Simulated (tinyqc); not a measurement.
Inside a calculation. Method: Ewald sum of point charges, displaced rock salt lattice. Computed by tinyqc, a small Python program that keeps every step. Command: `OMP_NUM_THREADS=1 python tinyqc.py 29106 29107 out.jsonl` (the two numbers bound the seeds that draw the settings). One thread of a shared host (Intel(R) Xeon(R) Processor @ 2.60GHz), about 0.03 s of CPU time with the checks.

## Ewald sum with eta = 0.279 1/bohr

cell vectors (rows) (bohr):
```
          1         2         3
1  0.000000  6.050000  6.050000
2  6.050000  0.000000  6.050000
3  6.050000  6.050000  0.000000
```

Charges:
```
q                f1        f2        f3
2.000000   0.000000  0.000000  0.000000
-2.000000  0.450000  0.550000  0.500000
```

Real space: 1/2 sum q_i q_j erfc(eta r)/r over all images with r > 0; reciprocal space: (2 pi/V) sum_(G != 0) exp(-G^2/4 eta^2)/G^2 |S(G)|^2 with S(G) = sum q exp(i G.r); self term -eta/sqrt(pi) sum q^2; background -pi Q^2/(2 V eta^2), Q the total charge.

Real-space shells (first ones):
```
r (bohr)   pairs  sum (hartree)
5.755455       4      -0.032182
6.065106       4      -0.022038
6.359698       4      -0.015216
8.555992      24       0.004128
10.132621      4      -0.000050
10.487636      8      -0.000053
10.831021      4      -0.000014
12.100000     12       3.58e-06
13.123062      4      -1.37e-07
13.261788      8      -2.02e-07
13.399077     12      -2.23e-07
13.669519     12      -1.21e-07
```

Reciprocal shells (first ones that count):
```
G^2 (1/bohr^2)  vectors  sum (hartree)
0.808929              8       0.165018
1.078572              6       0.000645
2.157143             12       0.000040
2.966072             24       0.000128
3.235715              8       8.22e-07
4.314286              6       1.93e-08
5.123215             24       7.03e-08
5.392858             24       2.38e-09
```

## The total does not depend on eta

The same sums for other eta.

Totals (hartree per cell):
```
eta            real  reciprocal       self  background        total
0.279000  -0.065424    0.165832  -1.259271    0.000000  -1.15886250
0.426000  -0.001230    0.765126  -1.922758    0.000000  -1.15886250
0.518000  -0.000050    1.179189  -2.338002    0.000000  -1.15886250
```

shortest distance = 5.755455 bohr

Madelung constant -E d / (formula units |q+ q-|) = 1.667445
